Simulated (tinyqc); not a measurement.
# Lifetime from the low-frequency admittance

Question. At low frequency a p+-n diode with a base of width wb has C_diff/G = (tau/2)(1 - 2 x/sinh 2x), x = wb/sqrt(Dp tau). Find tau, x and the limit of C_diff/G for infinite lifetime, wb^2/(3 Dp).

Values chosen for this exercise: hole diffusion coefficient Dp = 4.7 cm^2/s; width of the neutral base wb = 16 um.

G = 1.8943015 S/cm^2
C_diff = 0.31686629 uF/cm^2

Answer. The ratio rises steadily with tau from tau/2 (long base) towards wb^2/(3 Dp) (short base), so one lifetime matches as long as the ratio is below that limit.

tau = 3.00e-6 s
x = 0.426
limit of C_diff/G = 1.82e-7 s

Program tinyqc, `OMP_NUM_THREADS=1 python tinyqc.py 2890230 2890231 out.jsonl`; Intel Xeon 2.30GHz, shared host, one thread, about 0.01 s.
